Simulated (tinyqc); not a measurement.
Physical sputtering: collision-cascade yield, angular dependence, faceting and resputtering in deposition. Changing the deposition rate over sputter rate on a flat surface, D/S. Computed by tinyqc, a small Python program. Command: `OMP_NUM_THREADS=1 python tinyqc.py 3019574 3019575 out.jsonl sputter sweep`. One thread of a shared host (Intel(R) Xeon(R) Processor @ 2.30GHz), about 0.01 s of CPU time with the checks.

Ions start collision cascades; atoms that reach the surface with more than U leave. The target is amorphous or fine-grained.

Inputs (values chosen for the exercise, modelled on neon ions on copper):

| quantity | value | unit |
|---|---|---|
| ion Z1 | 10 | - |
| ion mass M1 | 20.2 | u |
| target Z2 | 29 | - |
| target mass M2 | 63.55 | u |
| surface binding energy U | 3.49 | eV |
| target density N | 84.9 | 1/nm^3 |
| fit factor Q | 0.98 | - |
| ion energy E | 2100 | eV |
| current density J | 0.82 | mA/cm^2 |
| angular exponent f | 2.6 | - |
| angle of the largest yield | 71 | degrees |
| angle of incidence | 15 | degrees |

Constants: e = 1.602176634e-19 C.

Method:
- gamma = 4 M1 M2/(M1 + M2)^2; threshold E_th = 6.7 U/gamma for M1 >= M2, else U (1 + 5.7 M1/M2)/gamma. eps = 0.03255 M2 E/(Z1 Z2 (M1 + M2) z), z = (Z1^(2/3) + Z2^(2/3))^(1/2), E in eV; s_n = 3.441 sqrt(eps) ln(eps + 2.718)/(1 + 6.355 sqrt(eps) + eps (6.882 sqrt(eps) - 1.708)); S_n = 84.78 Z1 Z2 M1 s_n/((M1 + M2) z) in eV angstrom^2; alpha = 0.249 (M2/M1)^0.56 + 0.0035 (M2/M1)^1.5 for M1 <= M2, else 0.0875 (M2/M1)^(-0.15) + 0.165 M2/M1; Y0 = 0.042 Q alpha S_n/U [1 - sqrt(E_th/E)]^2.5 (the electronic-loss factor of the full formula is dropped).
- Erosion rate = Y0 J/(e N); 1 cm^2 = 1e14 nm^2.
- Angular law: Y/Y0 = t^f exp(-f cos(a_opt)(t - 1)), t = 1/cos(angle), largest at a_opt. A plane tilted by the angle recedes along the beam at a speed proportional to Y(angle), and along its own normal as Y cos(angle).
- With a directional flux, net growth along the beam is D - S Y(angle)/Y0. Slopes where Y/Y0 exceeds D/S are etched: solve Y/Y0 = D/S below a_opt, if the largest Y/Y0 exceeds D/S. The normal speed is largest where f (1 - cos(a_opt)/cos(angle)) = 1, cos(angle) = f cos(a_opt)/(f - 1), or at angle 0 if this exceeds 1.

One run for each value:

| deposition rate over sputter rate on a flat surface, D/S | angle of zero net growth (degrees) |
|---|---|
| 1.05 | 13.50 |
| 1.54 | 39.88 |
| 2.04 | 51.27 |
| 2.53 | 59.00 |
| 3.03 | 66.21 |

Describe and explain the trends.

Over the rows, angle of zero net growth (degrees) rises from 13.5 to 66.2 (exponent d ln y / d ln x 2.8 between the first rows and 0.64 between the last). A larger D/S lets steeper slopes survive. Left out: 3.52, 4.01, 4.51, 5.00 (a listed quantity is not defined there).

Extremes, crossings and ranges named in words are read from the listed rows.
